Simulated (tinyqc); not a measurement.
Inside a calculation. Method: RHF in the 3-21g basis, for H-, spin multiplicity 1. The basis has no diffuse functions, so it cannot describe the extra electron: this is an exercise in the method, not the real anion. One step of it, computed by the program tinyqc.

Task: Iteration 2: DIIS coefficients. Solve [B -1; -1 0][c; lambda] = [0; -1] for the coefficients, which sum to one.

B (overlaps of the stored error matrices):
```
               1              2
1  1.4968770e-03  1.9617518e-04
2  1.9617518e-04  2.5709996e-05
```

Give: DIIS coefficients.

Result:

DIIS coefficients: -0.1508  1.1508
